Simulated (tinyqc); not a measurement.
# Changing the temperature T

Model: microkinetic model of a Langmuir-Hinshelwood surface reaction A + (1/2) B2 = AB with Bronsted-Evans-Polanyi barriers. Computed by tinyqc, a small Python program. Command: `OMP_NUM_THREADS=1 python tinyqc.py 3006162 3006163 out.jsonl microkin sweep`. One thread of a shared host (Intel(R) Xeon(R) Processor @ 2.30GHz), about 0.01 s of CPU time with the checks.

A adsorbs in equilibrium; B2 dissociates irreversibly on two free sites; adsorbed A and B react irreversibly and AB leaves at once. theta_A + theta_B + theta_* = 1.

Inputs (values chosen for the exercise, for a model catalyst):
```
quantity                              value   unit
adsorption energy of A, E_A           -1.52     eV
adsorption energy per B atom, E_B     -1.33     eV
entropy loss of A, S_A                  1.3  meV/K
entropy loss of B2, S_B                 1.7  meV/K
slope a1 of the dissociation barrier   0.72      -
intercept b1                            1.2     eV
slope a2 of the reaction barrier       0.35      -
intercept b2                            0.3     eV
pressure p_A                          0.005    bar
pressure p_B                           0.15    bar
```

Constants: k_B = 8.617333262e-05 eV/K; hbar = 6.582119569e-16 eV s.

Method:
- K_A = exp(-(E_A + T S_A)/(k_B T)) per bar; barriers E1 = max(b1 + a1 2 E_B, 0), E2 = b2 - a2 (E_A + E_B); k1 = (k_B T/h) exp(-S_B/k_B) exp(-E1/(k_B T)) per bar, k2 = (k_B T/h) exp(-E2/(k_B T)), h = 2 pi hbar.
- theta_A = K_A p_A theta_*; 2 k1 p_B theta_*^2 = k2 theta_A theta_B, so theta_B = w theta_* with w = 2 k1 p_B/(k2 K_A p_A); theta_* = 1/(1 + K_A p_A + w); rate r = k2 theta_A theta_B.
- From r = 2 k1 p_B theta_*^2: order in p_B and degree of control of step 1 = 1 - 2 theta_B; control of step 2 = 2 theta_B; order in p_A = 2 (theta_B - theta_A). Apparent energy = (E1 + k_B T)(1 - 2 theta_B) + (E2 + k_B T) 2 theta_B + E_A x order in p_A.

One run for each value:
```
temperature T (K)  rate r (1/s per site)  apparent activation energy (eV)  theta_A     theta_B     theta_*
525                           2.9597e-08                           3.0852  1.00000  7.7218e-09  1.8255e-06
588                           4.4374e-05                           3.0905  0.99993  4.7851e-07  6.6790e-05
650                           1.4964e-02                           3.0924  0.99882  1.2705e-05  1.1665e-03
712                           1.8083e+00                           3.0635  0.98756  1.8860e-04  1.2253e-02
775                           9.4503e+01                           2.8426  0.91335  1.7549e-03  8.4900e-02
838                           1.6069e+03                           2.0576  0.65439  8.9397e-03  3.3668e-01
900                           6.8695e+03                           0.9987  0.30624  2.2053e-02  6.7171e-01
```

What does the table show?

Over the rows, rate r (1/s per site) rises from 2.96e-8 to 6870 (exponent d ln y / d ln x 65 between the first rows and 20 between the last); apparent activation energy (eV) goes from 3.09 through a maximum among these rows, 3.09 at 650, to 0.999; theta_A falls from 1.000 to 0.306.  Left out: 400, 462 (the rate is out of a useful range).

Caution (all rows): the linear relation gives a negative E1, which is set to zero: dissociation is not activated.

Extremes, crossings and ranges named in words are read from the listed rows.
